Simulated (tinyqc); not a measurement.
## Length offset and series resistance from crossing lines

Problem. R_total = Rs + k (L - dL)/Vo with constant Rs, dL and k. Find k, dL and Rs.

R_total at (L, Vo) = (45, 0.41), (135, 0.41), (45, 0.97) and (135, 0.97), L in nm and Vo in V (ohm um): 287.21951  770.14634  196.45361  400.57732

Answer. At each overdrive R is a straight line in L with slope k/Vo; the two lines cross at L = dL, R = Rs.

k = 2.200 ohm um V/nm
dL = 15.70 nm
Rs = 130.0 ohm um

tinyqc, about 0.03 s, one thread, Intel Xeon 2.30GHz (shared host): `OMP_NUM_THREADS=1 python tinyqc.py 2282275 2282276 out.jsonl`
